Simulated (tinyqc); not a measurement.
Inside a calculation: donors with valley-orbit split 1s states. Values are carried at full precision from step to step, so a last printed digit may differ when a step is redone from the rounded ones.

Each donor binds at most one electron, in any of its states. For a site s, W_s = sum over its states of g exp(E/kT), and the ionised share is 1/(1 + W_s exp(eta)), eta = (EF - Ec)/kT; n = Nc F_1/2(eta); neutrality n + NA = ND x (mean ionised share); holes are neglected. Nc from N = 2 (m kB T/(4 pi c))^(3/2) with c = hbar^2/2m0, in 1/angstrom^3; times 1e24 for 1/cm^3, m = md. F_j(eta) = (1/Gamma(j + 1)) integral_0^infinity x^j dx/(1 + exp(x - eta)), which tends to exp(eta) for eta << 0.

Constants: hbar^2/2m0 = 3.80998211 eV angstrom^2; kB = 8.617333262e-05 eV/K.

Parameters, chosen for this exercise (near those of Sb in Si; shifted at random, so the results belong to these values and not to a real crystal): md = 1.049 m0 (density-of-states mass of the conduction band); E = (42.5, 32.3, 30.3) meV (binding energies of 1s(A1), 1s(T2), 1s(E)); g = (2, 6, 4) (their degeneracies with spin); T = 250 K; ND = 8.8e+17 1/cm^3 (donors); NA = 3.2e+17 1/cm^3 (compensating acceptors, all ionised); mu0 = 70 cm^2/(V s) (mobility at heavy doping); mu1 = 1412 cm^2/(V s) (mobility at light doping and 300 K); Nr = 9.1e+16 1/cm^3 (reference doping); de = 0.72 (doping exponent); ga = 2.3 (temperature exponent).

## Partition sums of the neutral donor

Give each term g exp(E/kT), W_s, and the effective degeneracy W_s exp(-E_ground/kT).

Nc = 2.0510e+19 1/cm^3

terms: 1s(A1) 14.38, 1s(T2) 26.87, 1s(E) 16.33

W_s: donor 57.579

effective degeneracy: donor 8.008

The ground state alone would give 2 and all states together 12; here the excited states hold 75 % of the bound electrons.

## Neutrality

Solve for eta.

eta = -4.524
n = 2.22e+17 1/cm^3

ionised share: donor 0.616

n is 0.396 of ND - NA.

## Mobility and resistivity

Mobility (Caughey-Thomas form): mu = mu0 + (mu1 (T/300)^(-ga) - mu0)/(1 + ((ND + NA)/Nr)^de); rho = 1/(e n mu), e = 1.602176634e-19 C.

Compare with full ionisation, n = ND - NA.

mu = 350.6 cm^2/(V s)
rho = 0.0803 ohm cm
rho at full ionisation = 0.0318 ohm cm

Incomplete ionisation raises rho by a factor 2.53.

## Checks

- n at ND = 1e13 1/cm^3 against the root of n^2 = (Nc/W)(ND - n) (1/cm^3): both 1.000e+13.

Computed by tinyqc, a small Python program: `OMP_NUM_THREADS=1 python tinyqc.py 1680037 1680038 out.jsonl` (the numbers bound the seed that draws the inputs); one thread of a shared host (Intel(R) Xeon(R) Processor @ 2.30GHz), about 0.01 s for the whole set of steps.
